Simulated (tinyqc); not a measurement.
Five forms on the same table: equation-of-state fits to an energy-volume table made by a known binding curve. Computed by tinyqc, a small Python program. Command: `OMP_NUM_THREADS=1 python tinyqc.py 3010649 3010650 out.jsonl eosfit walk`. One thread of a shared host (Intel(R) Xeon(R) Processor @ 2.30GHz), about 0.02 s of CPU time with the checks.

With x = (V/V_0)^(1/3), the energy per atom is E = -D [1 + eta (x - 1)] exp(-eta (x - 1)), so that B0 = D eta^2/(9 V_0) and B' = 1 + 2 eta/3. B' = dB/dP at P = 0.

Inputs (values chosen for the exercise, for a model crystal):
```
quantity                                   value             unit
cohesive energy D                           2.91          eV/atom
true volume V_0                               30  angstrom^3/atom
stiffness eta                               4.14                -
half-width of the volume window w            0.2                -
shift of the window centre s             -0.0067                -
points N                                       9                -
compression V/V_0 for the pressure test      0.9                -
noise amplitude                            0.021              meV
```

Binding curve: universal binding. Noise: added.

Constants: 1 eV/angstrom^3 = 160.2176634 GPa.

Method:
- B0 and B' from the formulas above; P = -dE/dV at V = c V_0 (c the compression chosen), from the curve itself.
- Table: V_j = V_0 [1 + s + w (2 j/(N - 1) - 1)], j = 0..N-1, rounded to 0.001; E_j from the curve plus the noise amplitude times the listed numbers xi_j (xi_0 first), rounded to 1e-7 eV.
- Murnaghan: E = E0 + (B0 V/B') [(V0/V)^B'/(B' - 1) + 1] - B0 V0/(B' - 1), P = (B0/B') [(V0/V)^B' - 1].
- Birch-Murnaghan: E = E0 + (9 V0 B0/16) [y^3 B' + y^2 (2 - 4 y)], y = (V0/V)^(2/3) - 1; P = (3 B0/2) (x^7 - x^5) [1 + (3/4)(B' - 4)(x^2 - 1)], x = (V0/V)^(1/3).
- Vinet: E = E0 + (9 B0 V0/h^2) {1 + [h (1 - x) - 1] exp(h (1 - x))}, P = 3 B0 (1 - x) x^-2 exp(h (1 - x)), x = (V/V0)^(1/3), h = (3/2)(B' - 1).
- All are least-squares fits to the energies; for polynomials in V, B0 = V E'' and B' = -1 - V E'''/E'' at the minimum.

numbers xi_j, drawn evenly from -1 to 1: 0.5900  0.4143  -0.8734  0.4999  0.5455  0.7332  -0.2028  -0.5704  0.7640

exact B0 = 29.5965 GPa

exact B' = 3.76

exact pressure at c V_0 = 3.79200 GPa

Table:
```
V (angstrom^3)      E (eV)
23.799          -2.7406389
25.299          -2.8212772
26.799          -2.8723710
28.299          -2.9002227
29.799          -2.9098628
31.299          -2.9051289
32.799          -2.8890961
34.299          -2.8641473
35.799          -2.8321888
```

Fitted values:
```
form             V0 (angstrom^3)  B0 (GPa)       B'  P at c V_0 (GPa)
exact                     30.000    29.596   3.7600            3.7920
parabola in V             30.661    33.755  -1.0000                 -
cubic in V                29.970    32.112   3.8285                 -
Murnaghan                 30.015    29.158   3.6126            3.7604
Birch-Murnaghan           30.003    29.489   3.7278            3.7845
Vinet                     30.000    29.597   3.7610            3.7921
```

What does the comparison show, and why?

In B0 the Vinet form comes closest (0.00 %) and the parabola in V form misses most (+14.05 %). A parabola in V has no third derivative, so its B' is -1 by construction. At c V_0, inside the window, the pressure errors are Murnaghan -0.8 %, Birch-Murnaghan -0.2 %, Vinet 0.0 %.

Extremes, crossings and ranges named in words are read from the listed rows.
